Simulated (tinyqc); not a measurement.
Inside a calculation. Method: lattice vibrations of a chain. One step of it, computed by the program tinyqc.

Problem. Dynamical matrix at q = 0.24. q is in units of 2 pi/a. A spring k from atom i to atom j, n cells on, adds k to Phi_ii and Phi_jj, -k exp(2 pi i q n) to Phi_ij and the conjugate to Phi_ji (for one atom a cell: 2k (1 - cos 2 pi q n)); D_ij = Phi_ij / sqrt(m_i m_j).

A chain moving along its axis:
```
atom                 mass (u)  spring to the next atom (eV/angstrom^2)
1                  112.900000                                 3.900000
2                   27.300000                                27.800000
3                   46.700000                                 7.200000
4                   86.500000                                10.500000
second neighbours           -                                 2.700000
```

Give: D(q).

Solution.

D(q) (eV/(angstrom^2 u)):
```
               1              2              3              4
1          0.175         -0.070  -0.040+0.037i  -0.007+0.106i
2         -0.070          1.359         -0.779  -0.059+0.055i
3  -0.040-0.037i         -0.779          0.865         -0.113
4  -0.007-0.106i  -0.059-0.055i         -0.113          0.267
```
